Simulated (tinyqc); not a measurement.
Worked calculation: plane-wave Kohn-Sham cycle with exchange-only LDA in a layered model solid. One step of it, computed by the program tinyqc.

Task: Iteration 2: levels at that k. Diagonalise the Hermitian matrix.

H (hartree), order -2, -1, +0, +1, +2:
```
[[3.295609, -0.262364, 0.076828, -0.000308, 0.001287],
 [-0.262364, 0.614865, -0.262364, 0.076828, -0.000308],
 [0.076828, -0.262364, -0.278716, -0.262364, 0.076828],
 [-0.000308, 0.076828, -0.262364, 0.614865, -0.262364],
 [0.001287, -0.000308, 0.076828, -0.262364, 3.295609]]
```

Give: eigenvalues.

Result:

eigenvalues (hartree): [-0.4044, 0.5133, 0.7853, 3.3190, 3.3290]
